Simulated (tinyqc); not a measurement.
A particle near a wafer in liquid: double-layer and van der Waals forces (DLVO), deposition barrier and removal: one step, computed by the program tinyqc. Command: `OMP_NUM_THREADS=1 python tinyqc.py 3110705 3110706 out.jsonl dlvo walk`. One thread of a shared host (Intel(R) Xeon(R) Processor @ 2.30GHz), about 0.01 s of CPU time with the checks.

Sphere and flat wall, Derjaguin approximation, constant potentials in the linear-superposition form, no retardation and no hydration force.

Problem. Removing an attached particle. Adhesion F_a = A R/(6 h0^2) [1 + a^2/(R h0)] - kappa Z R exp(-kappa h0), a the contact radius. Drag in a shear flow F_d = 1.7 x 6 pi mu R^2 G, acting at 1.4 R; rolling starts when 1.4 R F_d = a F_a. Wall shear stress = mu G.

Inputs (values chosen for the exercise, of the order of those for alumina on silica in water):
```
quantity,value,unit
particle radius R,290,nm
Hamaker constant A,9.7e-21,J
temperature T,293,K
contact distance h0,0.3,nm
contact radius over R,0.15,-
viscosity,0.96,mPa s
```

kappa = 0.08168827 1/nm

Z = 18.76727 pN

Give: van der Waals adhesion; net adhesion F_a; wall shear stress for rolling; shear rate G.

Solution.

van der Waals adhesion = 1.185e+05 pN

net adhesion F_a = 1.181e+05 pN

wall shear stress for rolling = 4694 Pa

shear rate G = 4.890e+06 1/s
